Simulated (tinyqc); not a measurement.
From results back to parameters: statistics of electrons in three, two and one dimensions. Four cases, with inputs chosen for the exercise.

Problem. A sheet with one subband has n2 = (2/lambda^2) ln(1 + exp(eta)).

One band edge at E = 0, lambda = sqrt(4 pi c/(m1 kT)) with c = hbar^2/2m0. Densities with spin: n3 = (2/lambda^3) F_1/2(eta), n2 = (2/lambda^2) F_0(eta) with F_0 = ln(1 + exp(eta)), n1 = (2/lambda) F_-1/2(eta). F_j(eta) = (1/Gamma(j + 1)) integral_0^infinity x^j dx/(1 + exp(x - eta)), which tends to exp(eta) for eta << 0.

Constants: hbar^2/2m0 = 3.80998211 eV angstrom^2; kB = 8.617333262e-05 eV/K.

Find: n2 lambda^2/2; eta; EF above the subband edge.

Method. eta = ln(exp(n2 lambda^2/2) - 1), with n2 in 1/angstrom^2.

Case 1.

Values chosen (out of a larger set: near those of GaAs, lowest valleys alone; not measured data): m1 = 0.0673 m0 (mass of one isotropic band with spin); T = 300 K.

n2 = 1.13262e+11 1/cm^2

Solution.

n2 lambda^2/2 = 0.1558
eta = -1.780
EF above the subband edge = -46.02 meV

Case 2.

Values chosen (out of a larger set: near those of Ge, lowest valleys alone; not measured data): m1 = 0.0838 m0 (mass of one isotropic band with spin); T = 300 K.

n2 = 8.70289e+11 1/cm^2

Solution.

n2 lambda^2/2 = 0.9617
eta = 0.480
EF above the subband edge = 12.41 meV

Case 3.

Values chosen (out of a larger set: near those of InAs, lowest valleys alone; not measured data): m1 = 0.0255 m0 (mass of one isotropic band with spin); T = 300 K.

n2 = 5.01818e+10 1/cm^2

Solution.

n2 lambda^2/2 = 0.1822
eta = -1.610
EF above the subband edge = -41.62 meV

Case 4.

Values chosen (out of a larger set: near those of InAs, lowest valleys alone; not measured data): m1 = 0.0271 m0 (mass of one isotropic band with spin); T = 300 K.

n2 = 1.08713e+12 1/cm^2

Solution.

n2 lambda^2/2 = 3.7147
eta = 3.690
EF above the subband edge = 95.39 meV

Computed by tinyqc, one run a case: `OMP_NUM_THREADS=1 python tinyqc.py N N+1 out.jsonl` with N = 1651055, 1651077, 1651114, 1651132; one thread of a shared Intel(R) Xeon(R) Processor @ 2.30GHz, about 0.01 s a run at most.
